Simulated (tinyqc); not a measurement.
Inside a calculation. Method: Hueckel theory of the pi electrons, for the molecule C=CC=C(N)C=C (SMILES; centres numbered as the heavy atoms are written). One step of it, computed by the program tinyqc.

Task: Energy, charges, bond orders. E = sum n x; q_r = z_r - P_rr; bond order p = P_rs; free valence = sqrt(3) - sum of p over the bonds of the atom.

x values: [2.170367, 1.438888, 1.155430, 0.354115, -0.501822, -1.259247, -1.857731]

occupations: [2.000000, 2.000000, 2.000000, 2.000000, 0.000000, 0.000000, 0.000000]

charge and bond-order matrix P, order 1C, 2C, 3C, 4C, 5N, 6C, 7C:
```
[[1.083899, 0.862158, -0.092311, -0.365077, 0.161188, -0.014402, 0.285750],
 [0.862158, 0.991588, 0.497082, 0.022237, -0.050279, -0.079326, -0.014402],
 [-0.092311, 0.497082, 1.106136, 0.742609, -0.218816, 0.022237, -0.365077],
 [-0.365077, 0.022237, 0.742609, 0.931083, 0.316141, 0.456859, 0.036640],
 [0.161188, -0.050279, -0.218816, 0.316141, 1.900699, -0.082665, -0.074651],
 [-0.014402, -0.079326, 0.022237, 0.456859, -0.082665, 1.011617, 0.881656],
 [0.285750, -0.014402, -0.365077, 0.036640, -0.074651, 0.881656, 0.974977]]
```

Centres:
```
centre  z_r, pi electrons of the neutral centre         h
1C                                            1  0.000000
2C                                            1  0.000000
3C                                            1  0.000000
4C                                            1  0.000000
5N                                            2  1.500000
6C                                            1  0.000000
7C                                            1  0.000000
```

Bonds:
```
i  j         k
1  2         1
2  3         1
3  4         1
4  5  0.800000
4  6         1
6  7         1
```

Give: pi energy = 8 alpha + this times beta; pi charges; Bond orders and lengths from R = 1.517 - 0.180 p; free valence of the carbons; gap between the highest filled and the next level.

Result:

pi energy = 8 alpha + this times beta = 10.238

pi charges: [-0.084, 0.008, -0.106, 0.069, 0.099, -0.012, 0.025]

Bond orders and lengths from R = 1.517 - 0.180 p (angstrom, C-C alone):
```
bond      p      R
1-2   0.862  1.362
2-3   0.497  1.428
3-4   0.743  1.383
4-5   0.316      -
4-6   0.457  1.435
6-7   0.882  1.358
```

free valence of the carbons: [0.870, 0.373, 0.492, 0.216, 0.394, 0.850]

gap between the highest filled and the next level = 0.856 |beta|
